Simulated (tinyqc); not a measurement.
Worked calculation: finite-size error of a charged defect in a periodic cell: Madelung and Makov-Payne terms. Computed by tinyqc, a small Python program that keeps every step. Command: `OMP_NUM_THREADS=1 python tinyqc.py 3014937 3014938 out.jsonl imagecharge walk`. One thread of a shared host (Intel(R) Xeon(R) Processor @ 2.30GHz), about 0.02 s of CPU time with the checks. Intermediate numbers are printed to about 5 digits and carried at full precision; extremes and crossings named in words are read from the listed rows.

L is the cube root of the cell volume. The defect charge is a Gaussian, rho(r) = q (2 pi sigma^2)^(-3/2) exp(-r^2/2 sigma^2), repeated periodically in a uniform neutralising background and screened by a continuum. The model cell energy is E(L) = E_0 + [periodic - isolated electrostatic energy].

Inputs (values chosen for the exercise, with screening close to that of 4H-SiC):

| quantity | value | unit |
|---|---|---|
| charge q | 3 | e |
| cell length L | 9.65 | angstrom |
| dielectric constant eps | 10.1 | - |
| width sigma of the defect charge | 1 | angstrom |
| formation energy of the isolated defect E_0 | 5.258 | eV |

Supercell lattice: bcc. Screening: isotropic.

scatter added to the six cells, standing for numerical noise (meV): 9.2  -12  -17  16  -17  14

Constants: e^2/(4 pi eps_0) = 14.39964548 eV angstrom.

## The cell

Cell vectors: (-1,1,1), (1,-1,1), (1,1,-1), scaled to volume L^3.

cell vectors (rows) (angstrom):
```
         1        2        3
1  -6.0791   6.0791   6.0791
2   6.0791  -6.0791   6.0791
3   6.0791   6.0791  -6.0791
```

nearest image = 10.529 angstrom

## Madelung energy

Ewald sum for a unit point charge: scale each Cartesian component of the cell by 1/sqrt(eps_i), giving R', G' and V'; E = [ (1/2) sum erfc(eta R')/R' + (2 pi/V') sum exp(-G'^2/4 eta^2)/G'^2 - eta/sqrt(pi) - pi/(2 V' eta^2) ] e^2/(4 pi eps_0) / sqrt(eps_x eps_y eps_z), over n_i = -6..6, omitting n = (0,0,0), eta = 2/V'^(1/3). alpha = -2 E eps_g L/(e^2/(4 pi eps_0)), eps_g = (eps_x eps_y eps_z)^(1/3).

terms for a unit charge (eV): real space 0.00123, reciprocal 0.01013, self -0.16671, background -0.05802

Madelung constant alpha = 2.8885

point-charge correction -q^2 E = 1.9204 eV

## Energy of the smeared charge in the cell

Periodic energy of the Gaussian: (2 pi q^2/V) sum_(G != 0) exp(-sigma^2 G^2)/(G.eps.G) x e^2/(4 pi eps_0), n_i = -k..k with k = max(9, L/sigma rounded up). Isolated energy: q^2/(2 sqrt(pi) sigma) <1/(n.eps.n)> e^2/(4 pi eps_0), the mean over directions n, here 1/eps.

periodic energy = 1.7890 eV

isolated energy = 3.6197 eV

finite-size error = -1.8306 eV

E(L) = 3.4274 eV

## Makov-Payne correction

Second radial moment Q = q <r^2> = 3 q sigma^2; E(corrected) = E(L) + q^2 alpha e^2/(4 pi eps_0)/(2 eps L) - 2 pi q Q e^2/(4 pi eps_0)/(3 eps L^3). Errors left are the corrected energies less E_0.

Q = 9 e angstrom^2

third-order term = -0.089716 eV

error left after the first term = 0.089716 eV

error left after both terms = 0 eV

third-order over first-order term, in size = 0.046718

The point-charge term alone overcorrects by 0.0897 eV, 5 % of itself; both terms together are exact to 1e-7 eV, since the clouds do not overlap.

## A series of cells

Cells of the same shape with L scaled by 0.7, 0.85, 1, 1.25, 1.5 and 2; the scatter is added to E(L). The point-charge correction scales as 1/L from its value at the input L.

Scaling data:

| L (angstrom) | 1/L (1/angstrom) | E(L) (eV) | E(L) + point-charge correction (eV) |
|---|---|---|---|
| 6.7550 | 0.14804 | 2.7854 | 5.5288 |
| 8.2025 | 0.12191 | 3.1328 | 5.3921 |
| 9.6500 | 0.10363 | 3.4104 | 5.3307 |
| 12.0625 | 0.08290 | 3.7836 | 5.3199 |
| 14.4750 | 0.06908 | 3.9873 | 5.2676 |
| 19.3000 | 0.05181 | 4.3230 | 5.2832 |

## Ways to reach the isolated limit

Least-squares fits of E(L) to a + b/L, a + c/L^3 or a + b/L + c/L^3; the estimate is a, and errors are against E_0.

Estimates of E_0:

| way | estimate (eV) | error (meV) |
|---|---|---|
| largest cell, uncorrected | 4.3230 | -935.0 |
| largest cell, point-charge term | 5.2832 | 25.2 |
| 1/L fit, three smallest | 4.8553 | -402.7 |
| 1/L fit, all six | 5.1118 | -146.2 |
| 1/L^3 fit, all six | 4.1243 | -1133.7 |
| 1/L and 1/L^3, three smallest | 5.3051 | 47.1 |
| 1/L and 1/L^3, all six | 5.3149 | 56.9 |
| corrected data, 1/L^3 fit | 5.2564 | -1.6 |

coefficient b of the full fit = -19.489 eV angstrom

Best here: corrected data, 1/L^3 fit (-1.6 meV); worst: 1/L^3 fit, all six (-1134 meV). The fitted b is 105.2 % of the Madelung value -q^2 alpha e^2/(8 pi eps_0 eps_g). A pure 1/L fit lands below E_0, because the positive 1/L^3 term flattens the small-cell points.

Checks made by the program: the same sum with another eta (relative difference below 1e-10); both terms against the exact model when the clouds do not overlap (relative difference below 1e-10).
